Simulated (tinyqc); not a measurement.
# Ellipsometry and reflectance of a transparent film on an absorbing substrate: effects of single changes

Air (index 1), film, substrate with N2 = n2 - i k2; time factor exp(+i w t). q_j = sqrt(N_j^2 - sin^2 th), root with positive real part. Fresnel coefficients r_s = (q_a - q_b)/(q_a + q_b), r_p = (N_b^2 q_a - N_a^2 q_b)/(N_b^2 q_a + N_a^2 q_b). tan(Psi) exp(i Delta) = R_p/R_s, Delta taken from 0 to 360 degrees.

Parameters, values chosen for the exercise; indices close to those of silicon dioxide on silicon: wavelength lam = 632.8 nm; angle of incidence th = 60 degrees; index of the transparent film n1 = 1.45; film thickness d = 40 nm; index of the substrate n2 = 3.882; extinction coefficient of the substrate k2 = 0.019.

Each table varies one quantity; the others keep the values above.

## Psi and Delta against the film thickness

beta = 2 pi d q1/lam, X = exp(-2 i beta), R = (r01 + r12 X)/(1 + r01 r12 X) for p and s. The last column is the derivative of Delta.

Psi and Delta against the film thickness:
```
d (nm)	Psi (degrees)	Delta (degrees)	|R_p|^2	|R_s|^2	dDelta/dd (degrees/nm)
0	23.378	179.72	0.10981	0.58766	-1.0298
0.5	23.378	179.21	0.10982	0.58764	-1.0298
1	23.380	178.69	0.10983	0.58762	-1.0296
1.5	23.382	178.18	0.10984	0.58757	-1.0294
2	23.385	177.66	0.10986	0.58751	-1.0292
2.5	23.388	177.15	0.10988	0.58744	-1.0288
3	23.393	176.63	0.10991	0.58734	-1.0284
3.5	23.398	176.12	0.10994	0.58724	-1.0280
4	23.403	175.61	0.10998	0.58711	-1.0274
```

What does the comparison show?

Delta falls from 179.72 to 175.61 degrees while Psi moves from 23.38 to 23.40: Delta changes 161 times as much as Psi. With the slope of the first row an error of 0.01 degree in Delta means 0.0097 nm.

## Effect of the angle of incidence

Same model as above.

dDelta/dd is the derivative of Delta; period lam/(2 q1).

Effect of the angle of incidence:
```
th (degrees)	Psi (degrees)	Delta (degrees)	|R_p|^2	|R_s|^2	dDelta/dd (degrees/nm)	period (nm)
50	32.18	158.2	0.1769	0.4470	-0.5113	257.0
55	29.10	151.1	0.1509	0.4872	-0.6588	264.4
60	25.70	141.3	0.1237	0.5340	-0.8312	272.1
65	22.26	126.7	0.09852	0.5882	-0.9878	279.5
70	19.64	104.6	0.08291	0.6507	-0.9533	286.5
75	19.78	74.23	0.09343	0.7223	-0.4753	292.6
80	24.56	43.66	0.1678	0.8038	0.03117	297.3
85	33.61	19.60	0.3959	0.8962	0.1218	300.3
```

What does the table show?

Psi goes from 32.2 through a minimum of 19.6 (at th = 70 among the rows listed) to 33.6 degrees and |R_p|^2 goes from 0.177 through a minimum of 0.0829 (at th = 70 among the rows listed) to 0.396. The slope of Delta is largest in size, 0.988 degrees/nm, at th = 65 among the rows. The bare substrate has its smallest |R_p| near arctan(n2) = 75.6 degrees.

Numbers from tinyqc (`OMP_NUM_THREADS=1 python tinyqc.py 2870216 2870217 out.jsonl`; about 0.4 s on one thread of a shared Intel Xeon 2.30GHz).
